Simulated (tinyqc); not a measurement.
Hall effect and magnetoresistance of several carrier groups with constant relaxation times. Inputs raised by 5 %, one at a time. Computed by tinyqc, a small Python program. Command: `OMP_NUM_THREADS=1 python tinyqc.py 3024914 3024915 out.jsonl hall2 sens`. One thread of a shared host (Intel(R) Xeon(R) Processor @ 2.30GHz), about 0.01 s of CPU time with the checks.

Group 1 has charge -e and group 2 charge -e; s_i is that sign. B lies along z; mu B is formed with mu in m^2/(V s).

Inputs (values chosen for the exercise, for a model conductor):
```
quantity            value        unit
density n1        9.5e+12      1/cm^2
mobility mu1       110000  cm^2/(V s)
density n2        2.2e+13      1/cm^2
mobility mu2         5400  cm^2/(V s)
magnetic field B      8.1           T
```

Carriers: two electron groups. Densities: per area (a thin layer).

Constants: e = 1.602176634e-19 C.

Method. sigma_xx = sum n_i e mu_i/(1 + mu_i^2 B^2); sigma_xy = sum s_i n_i e mu_i^2 B/(1 + mu_i^2 B^2). rho_xx = sigma_xx/(sigma_xx^2 + sigma_xy^2); Hall coefficient R_H = sigma_xy/(B (sigma_xx^2 + sigma_xy^2)), with B in V s/cm^2 (1 T = 1e-4 V s/cm^2); magnetoresistance MR = rho_xx(B)/rho_xx(0) - 1. Apparent density 1/(e |R_H|); Hall mobility |R_H|/rho_xx.

Runs:
```
input moved                   from         to  rho_xx (ohm)  magnetoresistance MR (%)  apparent density (1/cm^2)  Hall mobility (cm^2/(V s))
base run                         -          -        26.048                    385.70                 3.1191e+13                      7682.1
density n1 (1/cm^2)        9.5e+12  9.975e+12        25.299                    392.90                 3.1656e+13                      7793.5
mobility mu1 (cm^2/(V s))   110000     115500        26.022                    407.00                 3.1190e+13                      7690.1
density n2 (1/cm^2)        2.2e+13   2.31e+13        25.518                    378.24                 3.2287e+13                      7575.6
mobility mu2 (cm^2/(V s))     5400       5670        24.844                    365.62                 3.1221e+13                      8046.6
magnetic field B (T)           8.1      8.505        26.060                    385.91                 3.1220e+13                      7671.8
```

Exponents ln(y'/y) / ln(x'/x):
```
input             rho_xx  magnetoresistance MR  apparent density  Hall mobility
density n1        -0.598                 0.379             0.303          0.295
mobility mu1      -0.020                 1.102            -0.001          0.021
density n2        -0.422                -0.400             0.707         -0.286
mobility mu2      -0.970                -1.096             0.020          0.950
magnetic field B   0.009                 0.011             0.019         -0.027
```

To which inputs is each result most sensitive?

Among the inputs moved here: rho_xx answers most in size to mobility mu2 (exponent -0.970), next to density n1 (-0.598). Magnetoresistance MR answers most in size to mobility mu1 (exponent +1.102), and about equally to mobility mu2 (-1.096). Its exponent +0.011 in magnetic field B: saturation. Apparent density answers most in size to density n2 (exponent +0.707), next to density n1 (+0.303). Hall mobility answers most in size to mobility mu2 (exponent +0.950), next to density n1 (+0.295).
